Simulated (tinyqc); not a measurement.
Interface traps from C-V curves, high-low and Terman methods: one step of the calculation.

MOS capacitor on an n-type substrate; psi is the band bending, negative in depletion; only majority carriers are counted. At the bending psi the Fermi level lies y = xi - psi below the conduction edge at the surface, xi = Vt ln(Nc/Nd). Dit(y) = D0 + D1 exp(-y/E1); traps fill up to the Fermi level, follow the bias and a slow signal, and do not follow a fast one. V is the gate voltage from flat band.

Question. Terman extraction. psi at each point follows from C_HF and the ideal curve. Dit = (Cox/q) d(V - V0)/dpsi by central differences over the two neighbours.

Constants: q = 1.602176634e-19 C. Results are converted to the units shown.

```
point,psi (V),V0 (V),V (V)
0,-0.90000000,-1.6189067,-2.3785162
1,-0.75650000,-1.4137553,-2.1436827
2,-0.61300000,-1.2021879,-1.8979083
3,-0.46950000,-0.9816525,-1.6320712
4,-0.32600000,-0.7472577,-1.3251715
5,-0.18250000,-0.4868500,-0.9255586
6,-0.03900000,-0.1446165,-0.2805754
```

Cox = 181.74386 nF/cm^2

Wanted: Dit by Terman.

Answer.

Dit by Terman, point 1 to 5 (cm^-2 eV^-1): [2.5252e11, 3.1425e11, 4.6563e11, 8.3678e11, 1.7468e12]

The differences overstate the curved tail; the largest error is 12 %, at point 5.

Program tinyqc, `OMP_NUM_THREADS=1 python tinyqc.py 2030007 2030008 out.jsonl`; Intel Xeon 2.30GHz, shared host, one thread, about 0.01 s.
